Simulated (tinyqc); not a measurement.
Planar ballistic transistor, top-of-the-barrier model: one step of the calculation.

At the top of the source barrier, states moving towards the drain are filled by the source (Fermi level 0) and states moving back by the drain (Fermi level -q Vd); nothing scatters. U is the shift of the band edge there, set by the capacitances CG, CD and CS (the total) and by the charge. Parabolic two-dimensional band; the source is grounded.

Task. Current, mean velocity and share of the gate voltage. N0 = gv m kB T/(pi hbar^2), CG = eps0 eox/tox, vT = sqrt(2 kB T/(pi m)), CS = CG/aG, n0 = n at U = 0 and Vd = 0. eta1 = -(E0 + U)/Vt, eta2 = eta1 - Vd/Vt, n = (N0/2)[F_0(eta1) + F_0(eta2)], F_0(x) = ln(1 + exp x). I = q (N0/2) vT [F_(1/2)(eta1) - F_(1/2)(eta2)] per width, F_(1/2)(x) = (2/sqrt(pi)) int_0^infinity u^(1/2)/(1 + exp(u - x)) du. Mean velocity I/(q n). CQ = (q/Vt) dn/d(eta1); the band edge follows the gate as -dU/dVg = aG/(1 + CQ/CS).

Values chosen for this exercise; mass and valleys close to those of silicon (two valleys):
- T = 250 K (temperature)
- m = 0.181 m0 (effective mass)
- gv = 2 (valley degeneracy)
- eox = 22 (relative permittivity of the gate insulator)
- tox = 2 nm (insulator thickness)
- aG = 0.87 (gate control CG/CS)
- E0 = 0.38 eV (band edge at the barrier top above the source Fermi level at zero bias)
- Vd = 0.4 V (drain voltage)

Constants: q = 1.602176634e-19 C, kB = 1.380649e-23 J/K, hbar = 1.054571817e-34 J s, m0 = 9.1093837015e-31 kg, Vt = kB T/q, eps0 = 8.8541878128e-14 F/cm where lengths are in cm. Results are converted to the units shown.

converged U = -0.23816779 eV

Wanted: eta1; n; I; mean velocity; CQ; -dU/dVg.

Result.

eta1 = -6.584
n = 2.251e9 cm^-2
I = 0.4164 uA/um
mean velocity = 1.155e7 cm/s
CQ = 0.01673 uF/cm^2
-dU/dVg = 0.8687 eV/V

The carriers from the source are non-degenerate (eta1 = -6.58), and the mean velocity is 1.00 times vT = sqrt(2 kB T/(pi m)) = 1.15e7 cm/s.

Program tinyqc, `OMP_NUM_THREADS=1 python tinyqc.py 2400090 2400091 out.jsonl`; Intel Xeon 2.30GHz, shared host, one thread, about 0.01 s.
